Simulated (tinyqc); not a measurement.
# Permittivity of the insulator from five potentials

Question. A node lies on a semiconductor-insulator interface. Steps: hs = tb/3 down into the semiconductor, ho = tox/2 up into the insulator, hy = L/6 sideways. The flux balance of its box reads eox (hy/ho)(above - node) + eps_r (hy/hs)(below - node) + [(eps_r hs + eox ho)/(2 hy)](left + right - 2 node) - q Na (hs/2) hy/eps0 = 0. Find eox.

Parameters, values chosen for the exercise; semiconductor permittivity close to that of germanium: relative permittivity of the semiconductor eps_r = 15.8; half the body thickness tb = 8 nm; insulator thickness tox = 3.4 nm; channel length L = 36 nm; acceptor density of the depleted body Na = 1.9e18 cm^-3.

Constants: q = 1.602176634e-19 C, eps0 = 8.8541878128e-14 F/cm where lengths are in cm. Results are converted to the units shown.

psi (V): node 0.11928078, above 0.071957519, below 0.14803523, left 0.22836523, right 0.12072161

Answer. The balance is linear in eox.

eox = 7.500

tinyqc, about 0.1 s, one thread, Intel Xeon 2.30GHz (shared host): `OMP_NUM_THREADS=1 python tinyqc.py 2480061 2480062 out.jsonl`
